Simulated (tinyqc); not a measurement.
# Fully depleted semiconductor-on-insulator film with two gates, non-linear Poisson equation by Newton steps: two studies

One dimension across the film, front interface at x = 0, back interface at x = ts. psi is counted from the intrinsic level, n = ni exp(psi/Vt) (source grounded), holes neglected, acceptors ionised. Gates act through Cox = eps0 eox/tox and Cbox = 3.9 eps0/tb with potentials G1 = Vg - (phiM - chi - Vt ln(Nc/ni)) and G2 = Vb - (phiB - chi - Vt ln(Nc/ni)). Classical Boltzmann densities, no interface charge, no depletion in the back plane.

Values chosen for this exercise; band and dielectric values close to those of silicon: temperature T = 400 K; band gap Eg = 1.12 eV; relative permittivity eps_r = 11.8; conduction-band density of states at T Nc = 4.25e19 cm^-3; valence-band density of states at T Nv = 4.06e19 cm^-3; electron affinity chi = 4.04 eV; relative permittivity of the gate insulator (close to aluminium oxide) eox = 8.86; insulator thickness tox = 8.4 nm; film thickness ts = 29 nm; buried-oxide thickness (eps_r 3.9) tb = 30 nm; acceptor density of the film Na = 1e15 cm^-3; work function of the front gate phiM = 4.19 eV; work function of the back plane phiB = 5.09 eV; back-gate voltage Vb = 0.9 V.

Constants: q = 1.602176634e-19 C, kB = 1.380649e-23 J/K, Vt = kB T/q, eps0 = 8.8541878128e-14 F/cm where lengths are in cm. Results are converted to the units shown.

Each table varies one quantity; the others keep the values above.

## Charge against front-gate voltage

ni = sqrt(Nc Nv) exp(-Eg/(2 Vt)), Eg in volts. The Poisson equation eps0 eps_r d2psi/dx2 = q (n + Na), with -eps0 eps_r dpsi/dx = Cox (G1 - psi) at x = 0 and eps0 eps_r dpsi/dx = Cbox (G2 - psi) at x = ts, is solved on 300 equal intervals with half boxes at both ends; N_inv is the trapezoid sum of n. Swing = ln 10/(d ln N_inv/dVg); the last column is (dN_inv/dVb)/(dN_inv/dVg).

Charge against front-gate voltage:
```
Vg (V),psi front (V),psi back (V),N_inv (cm^-2),centroid/ts,swing (mV/decade),q dN_inv/dVg over Cox,back/front leverage
-0.49,-0.0378,0.0704,2.48e7,0.727,105,9.31e-5,0.327
-0.34,0.0993,0.174,6.74e8,0.668,104,0.00256,0.304
-0.19,0.234,0.273,1.72e10,0.592,115,0.0592,0.274
-0.04,0.349,0.335,1.80e11,0.466,209,0.340,0.216
0.11,0.424,0.354,6.01e11,0.326,394,0.603,0.164
0.26,0.471,0.360,1.20e12,0.237,633,0.747,0.141
0.41,0.502,0.363,1.89e12,0.184,906,0.823,0.130
0.56,0.525,0.364,2.63e12,0.150,1.20e3,0.866,0.125
0.71,0.543,0.365,3.40e12,0.127,1.50e3,0.894,0.122
```

Read the table: what changes, and by how much?

N_inv passes 1e11 cm^-2 at Vg = -0.0875 V. The swing starts at 105 mV a decade, against (1 + k) Vt ln 10 = 86.8 for a front channel with k = Cs Cbox/(Cox (Cs + Cbox)) = 0.0934, Cs = eps0 eps_r/ts; above threshold this column is no longer a subthreshold swing. The centroid falls from 0.727 to 0.127 of ts and the leverage of the back gate falls from 0.327 to 0.122. For Vg = 0.56, 0.71 the density at an interface exceeds 0.3 Nc, where Boltzmann statistics fail.

## Threshold and coupling against the acceptor density of the film

VT is the Vg for N_inv = 1e11 cm^-2; -dVT/dVb from the linearised equation. Limits with Cs = eps0 eps_r/ts: front channel Cs Cbox/(Cox (Cs + Cbox)), back channel Cbox (Cox + Cs)/(Cox Cs). Swing at N_inv = 1e8 cm^-2.

The same in every row: front-channel limit = 0.0934; back-channel limit = 0.443.

Threshold and coupling against the acceptor density of the film:
```
Na (cm^-3),VT (V),centroid/ts at VT,-dVT/dVb,swing (mV/decade)
1e15,-0.0875,0.512,0.238,105
3e15,-0.0858,0.510,0.237,105
9e15,-0.0807,0.502,0.234,104
3e16,-0.0631,0.474,0.225,104
8e16,-0.0231,0.403,0.204,102
2e17,0.0626,0.247,0.160,96.8
7e17,0.336,0.0487,0.106,88.0
```

Read the table: what changes, and by how much?

As Na goes from 1e15 to 7e17, VT rises from -0.0875 to 0.336 V, the centroid falls from 0.512 to 0.0487 of ts and -dVT/dVb falls from 0.238 to 0.106. The coupling covers 41.3 % of the way from the front-channel to the back-channel limit in the first row and 3.70 % in the last.

Numbers from tinyqc (`OMP_NUM_THREADS=1 python tinyqc.py 2190059 2190060 out.jsonl`; about 0.3 s on one thread of a shared Intel Xeon 2.30GHz).
